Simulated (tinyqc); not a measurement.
# Gap voltage and exponent from three temperatures

Problem. At constant current VBE(T) = Vg0 - a T - eta (kB T/q) ln T, where a is a constant. Find Vg0, eta and dVBE/dT at the middle temperature.

Constants: q = 1.602176634e-19 C, kB = 1.380649e-23 J/K. Results are converted to the units shown.

T (K): 273  300  360
VBE at a constant current (V): 0.7245947283  0.6731372789  0.5564653676

Solution. The relation is linear in Vg0, a and eta, so three points give a linear system; the slope is (VBE - Vg0 - eta kB T/q)/T. eta rests on the curvature of VBE(T) alone, so real fits need accuracy of some tens of microvolts or better.

Vg0 = 1.17 V
eta = 3.20
dVBE/dT = -1.92 mV/K

tinyqc, about 0.02 s, one thread, Intel Xeon 2.30GHz (shared host): `OMP_NUM_THREADS=1 python tinyqc.py 2062049 2062050 out.jsonl`
